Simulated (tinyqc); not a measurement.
Worked calculation: Luttinger-Kohn k.p, four valence bands. Computed by tinyqc, a small Python program that keeps every step. Settings: g1 = 14.79, g2 = 2.68, g3 = 3.64. Command: `OMP_NUM_THREADS=1 python tinyqc.py 28415 28416 out.jsonl` (the two numbers bound the seeds that draw the settings). One thread of a shared host (Intel(R) Xeon(R) Processor @ 2.60GHz), about 0.01 s of CPU time with the checks.

## Bloch Hamiltonian at k

Luttinger parameters chosen for this model; energies are counted downward from the top of the valence band:
```
parameter,value,unit
g1,14.790000,
g2,2.680000,
g3,3.640000,
```

k point k (1/angstrom): 0.0370  0.0150  0.0090

P = c g1 k^2, Q = c g2 (kx^2 + ky^2 - 2 kz^2), R = c sqrt3 [-g2 (kx^2 - ky^2) + 2i g3 kx ky], S = 2 c sqrt3 g3 (kx - i ky) kz, c = hbar^2/2m = 3.809982 eV angstrom^2; rows [P+Q, -S, R, 0], [-S*, P-Q, 0, R], [R*, 0, P-Q, S], [0, R*, S*, P+Q]. The path ends lie at |k| = 0.08 1/angstrom.

H(k) at k (eV):
```
,3/2,1/2,-1/2,-3/2
3/2,0.1090,-0.0160+0.0065i,-0.0202+0.0267i,0.0000
1/2,-0.0160-0.0065i,0.0798,0.0000,-0.0202+0.0267i
-1/2,-0.0202-0.0267i,0.0000,0.0798,0.0160-0.0065i
-3/2,0.0000,-0.0202-0.0267i,0.0160+0.0065i,0.1090
```

## Levels at k

Diagonalise the Hermitian matrix.

eigenvalues (eV): 0.0540  0.0540  0.1348  0.1348

## Bands along a path

The same steps at evenly spaced points between the labelled ones.

Bands along the path (eV):
```
k,band 1,band 2,band 3,band 4
[111],0.1831,0.1831,0.5382,0.5382
[111]-G 0.33,0.0814,0.0814,0.2392,0.2392
[111]-G 0.67,0.0203,0.0203,0.0598,0.0598
G,0.0000,0.0000,0.0000,0.0000
G-[100] 0.33,0.0255,0.0255,0.0546,0.0546
G-[100] 0.67,0.1022,0.1022,0.2184,0.2184
[100],0.2299,0.2299,0.4913,0.4913
```

## Hole masses

E = c [g1 k^2 -/+ 2 sqrt(g2^2 k^4 + 3 (g3^2 - g2^2)(kx^2 ky^2 + ky^2 kz^2 + kz^2 kx^2))] with c = hbar^2/2m, and m* = hbar^2 k^2 / (2 E).

Masses (electron masses):
```
direction,heavy,light
[100],0.1060,0.0496
[110],0.1260,0.0462
[111],0.1332,0.0453
```
